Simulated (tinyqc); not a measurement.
MOSFET in the linear regime without short-channel effects, parameter extraction from computed curves: two steps of the calculation.

Inversion charge Q = Cox n Vt W0(exp((Vg - VT)/(n Vt))), W0 the Lambert function and n = nf; u = Q/Cox; mobility mu = mu0/(1 + th1 u + th2 u^2); channel resistance Rch = (L - dL)/(W mu Q); Id = Vd/(Rch + Rsd/W). Cox = eps0 eox/tox. Small Vd, no channel-length or drain effects.

Parameters, values chosen for the exercise; channel values of the order met in silicon transistors:

| symbol | value | unit | meaning |
|---|---|---|---|
| eox | 3.9 |  | relative permittivity of the gate insulator (close to silicon dioxide) |
| tox | 8 | nm | insulator thickness |
| mu0 | 150 | cm^2/(V s) | low-field mobility |
| th2 | 0.24 | 1/V^2 | second mobility attenuation factor |
| VT | 0.35 | V | threshold voltage |
| W | 1 | um | gate width |
| L | 0.52 | um | drawn gate length |
| dL | 0.019 | um | drawn less effective length |
| Vd | 0.02 | V | drain voltage |

Constants: eps0 = 8.8541878128e-14 F/cm where lengths are in cm. Results are converted to the units shown.

Task 1. Threshold and mobility at the peak transconductance. gm_i = (Id_(i+1) - Id_(i-1))/(Vg_(i+1) - Vg_(i-1)); at the point j of largest gm the tangent meets the axis at V_ext = Vg_j - Id_j/gm_j; field-effect mobility gm_j L/(W Cox Vd) with the drawn L.

```
point	Vg (V)	Id (uA)
0	0.11	9.8616481e-16
1	0.23	4.4673595e-9
2	0.35	0.011461249
3	0.47	0.25006486
4	0.59	0.51289463
5	0.71	0.75563628
6	0.83	0.97336729
7	0.95	1.1650825
8	1.07	1.3312972
9	1.19	1.4733523
```

Give: gm; j; V_ext; field-effect mobility.

Result 1.

gm, point 1 to 8 (uS): 0.04776  1.042  2.089  2.107  1.919  1.706  1.491  1.284
j = 4
V_ext = 0.3465 V
field-effect mobility = 126.9 cm^2/(V s)

V_ext is 3.5 mV below the model VT, and the mobility so found is 18 % below mu0 L/(L - dL) = 156 cm^2/(V s), the value for the drawn L; attenuation, series resistance and the slow approach of Q to a straight line all lower the peak gm.

Task 2. The Y function. Y_i = Id_i/sqrt(gm_i). For Id = beta Vd x/(1 + th x), x = Vg - VT, Y = sqrt(beta Vd) x whatever th. Slope s from points 5 and 8; VT_Y = Vg - Y/s at point 8; beta = s^2/Vd; mobility beta L/(W Cox) with the drawn L; th* = (beta Vd x/Id - 1)/x at point 8.

```
point	Vg (V)	Id (uA)
0	0.11	9.8616481e-16
1	0.23	4.4673595e-9
2	0.35	0.011461249
3	0.47	0.25006486
4	0.59	0.51289463
5	0.71	0.75563628
6	0.83	0.97336729
7	0.95	1.1650825
8	1.07	1.3312972
9	1.19	1.4733523
```

gm, point 1 to 8 (uS): 0.047755204  1.0419369  2.0893057  2.1065475  1.9186361  1.7060259  1.4913744  1.2844576

Find: Y; s; VT_Y; beta; mobility from Y; th*.

Result 2.

Y, point 1 to 8 (uA^0.5 V^0.5): 2.044e-8  0.01123  0.1730  0.3534  0.5455  0.7452  0.9540  1.175
s = 1.748 uA^0.5 V^-0.5
VT_Y = 0.3978 V
beta = 152.7 uA/V^2
mobility from Y = 184.0 cm^2/(V s)
th* = 0.8064 1/V

The mobility from Y is 18 % above mu0 L/(L - dL) = 156 cm^2/(V s), which it should reach in deep inversion when th2 = 0.

Program tinyqc, `OMP_NUM_THREADS=1 python tinyqc.py 2210118 2210119 out.jsonl`; Intel Xeon 2.30GHz, shared host, one thread, about 0.01 s.
